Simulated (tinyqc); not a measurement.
# Changing the width w (mask opening along <110>, or membrane width in the design step)

Model: anisotropic wet etching of Si(100): plane rates, V-grooves, membranes and undercut. Computed by tinyqc, a small Python program. Command: `OMP_NUM_THREADS=1 python tinyqc.py 3001177 3001178 out.jsonl wetetch sweep`. One thread of a shared host (Intel(R) Xeon(R) Processor @ 2.30GHz), about 0.01 s of CPU time with the checks.

A long slot opens the mask on a (100) wafer. The floor etches at R100; (111) walls stand at theta = arctan(sqrt2) = 54.7356 degrees to the surface and recede at R111 along their normal.

Inputs (values chosen for the exercise, close to those used for potassium hydroxide solutions):

| quantity | value | unit |
|---|---|---|
| prefactor k0 of the (100) rate | 4.6e+08 | um/min |
| activation energy of (100), E | 0.594 | eV |
| ratio (100)/(111) at 80 C | 68 | - |
| extra energy of (111), dE | 0.14 | eV |
| ratio (100)/oxide at 80 C | 200 | - |
| extra energy of the oxide, dE_ox | 0.23 | eV |
| bath temperature T | 90 | C |
| misalignment of the mask | 2 | degrees |
| etch time t | 62 | min |

Constants: k_B = 8.617333262e-05 eV/K.

Method:
- R100 = k0 exp(-E/(k_B T)); a ratio given at 80 C scales as exp[(extra energy/k_B)(1/T - 1/353.15 K)]; R111 and R_ox follow by division.
- Temperatures in kelvin are T(C) + 273.15.
- A misaligned edge exposes ledges and adds R100 sin(misalignment) to the lateral rate (a simple estimate): u = R111/sin(theta) + R100 sin(misalignment). Top width W = w + 2 u t; floor width b = W - 2 z/tan(theta) = W - sqrt2 z. The floor lasts until b = 0, at t_V = w/(sqrt2 R100 - 2u); depth z = R100 t before t_V and W/sqrt2 after.

One run for each value:

| width w (mask opening along <110>, or membrane width in the design step) (um) | depth z (um) | floor width b (um) | time t_V to close the V (min) |
|---|---|---|---|
| 1 | 13.45 | 0.00 | 2.9216e-01 |
| 2.2 | 14.30 | 0.00 | 6.4276e-01 |
| 4.6 | 15.99 | 0.00 | 1.3439e+00 |
| 10 | 19.81 | 0.00 | 2.9216e+00 |
| 22 | 28.30 | 0.00 | 6.4276e+00 |
| 46 | 45.27 | 0.00 | 1.3439e+01 |
| 100 | 83.45 | 0.00 | 2.9216e+01 |
| 220 | 162.80 | 7.79 | 6.4276e+01 |
| 460 | 162.80 | 247.79 | 1.3439e+02 |
| 1000 | 162.80 | 787.79 | 2.9216e+02 |

What does the table show, and why?

Over the rows, depth z (um) rises from 13.4 to 163, flat over part of the range; floor width b (um) rises from 0 to 788, flat over part of the range; time t_V to close the V (min) rises from 0.292 to 292 (exponent d ln y / d ln x about 1.0 throughout). At the high end the exponent of depth z is 0.00, close to 0: the floor is still open. The exponent of time t_V to close the V stays at 1: the floor shrinks at a constant rate. Narrow openings close to V-grooves that deepen only by undercut, wide ones share the depth R100 t, so one etch gives many depths.
